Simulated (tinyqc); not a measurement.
## Sheet resistance and contact resistivity from two gaps

Problem. A circular structure with r0 >> Lt has R = (Rsh/2 pi) [Lt (1/r0 + 1/r1) + ln(r1/r0)], r1 = r0 + sp, Lt = sqrt(rc/Rsh). Find Rsh, Lt and rc.

Inputs (values chosen for the exercise):
- r0 = 1.3 um (radius of the inner contact)

R at sp = 0.26 and 1.2 um (ohm): [140.84328, 348.82288]

Solution. R is linear in Rsh and Rsh Lt, so two gaps give both.

Rsh = 2.90e3 ohm/sq
Lt = 0.0871 um
rc = 2.20e-7 ohm cm^2

tinyqc, about 0.01 s, one thread, Intel Xeon 2.30GHz (shared host): `OMP_NUM_THREADS=1 python tinyqc.py 2760007 2760008 out.jsonl`
